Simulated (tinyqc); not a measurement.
Two-dimensional electron gas with Rashba and Dresselhaus coupling, step by step. Values are carried at full precision from step to step, so a last printed digit may differ when a step is redone from the rounded ones.

H = c k^2/m + al (ky sx - kx sy) + b1 (kx sx - ky sy) + gam kx ky (kx sy - ky sx), s the Pauli matrices, x = [100], c = hbar^2/2m0, b1 = gam (pi/L)^2 (hard walls). H = c k^2/m + B.s, so E = c k^2/m -/+ |B| and the lower state has its spin along -B.

Constants: hbar^2/2m0 = 3.80998211 eV angstrom^2; hbar = 6.58211957e-16 eV s.

Parameters, chosen for this exercise (of the size met in InAs; not measured data):
- m = 0.0275 m0 (mass)
- al = 0.45 eV angstrom (Rashba constant)
- gam = 0 eV angstrom^3 (bulk Dresselhaus constant)
- L = 97 angstrom (width of the (001) well)
- n = 5.9 1e11/cm^2 (sheet density (one subband filled))
- phi = 110 degrees (angle of k from [100])

## Scales

b1; mean Fermi wave vector k0 = sqrt(2 pi n) (1e11/cm^2 = 1e-5/angstrom^2); E0 = c k0^2/m; b3 = gam k0^2/4; kR = al m/(2c) and ER = al kR/2, the shift and depth of a pure Rashba band.

b1 = 0 eV angstrom
k0 = 0.019254 1/angstrom
E0 = 51.360 meV
b3 = 0 eV angstrom
kR = 0.001624 1/angstrom
ER = 0.3654 meV

There is no Dresselhaus term; kR is 8.4 % of k0.

## Spin-orbit field at one point of the Fermi circle

k = k0 (cos phi, sin phi). Form B, the splitting 2|B| and the direction of the lower spin, atan2(-By, -Bx).

Bx, By (meV): 8.1417  2.9633

splitting = 17.3284 meV
direction of the lower spin = -160.0 degrees

## The matrix

H = [[E0, Bx - i By], [Bx + i By, E0]] in meV; diagonalise. Precession period h/(2|B|) = 2 pi hbar/(splitting).

H (meV):
```
                  up            down
up           51.3597  8.1417-2.9633i
down  8.1417+2.9633i         51.3597
```

levels (meV): 42.6955  60.0239

period = 0.239 ps

## The two wave vectors at the energy E0 along this direction

Solve c k^2/m -/+ |B(k)| = E0. The spin turns by (k_outer - k_inner) per length, so a half turn takes pi/(difference).

k (1/angstrom): outer 0.020946, inner 0.017698

difference = 0.003248 1/angstrom
length of a half turn = 96.72 nm

For linear terms alone the difference is (m/c)|B|/k, whatever the energy: every electron along this direction turns alike, the basis of the spin transistor.

## Checks

- Difference of the Fermi wave vectors without Dresselhaus terms against al m/c: both 0.0032480.

Program tinyqc; command `OMP_NUM_THREADS=1 python tinyqc.py 1481508 1481509 out.jsonl`; about 0.01 s on one thread of a shared Intel(R) Xeon(R) Processor @ 2.30GHz.
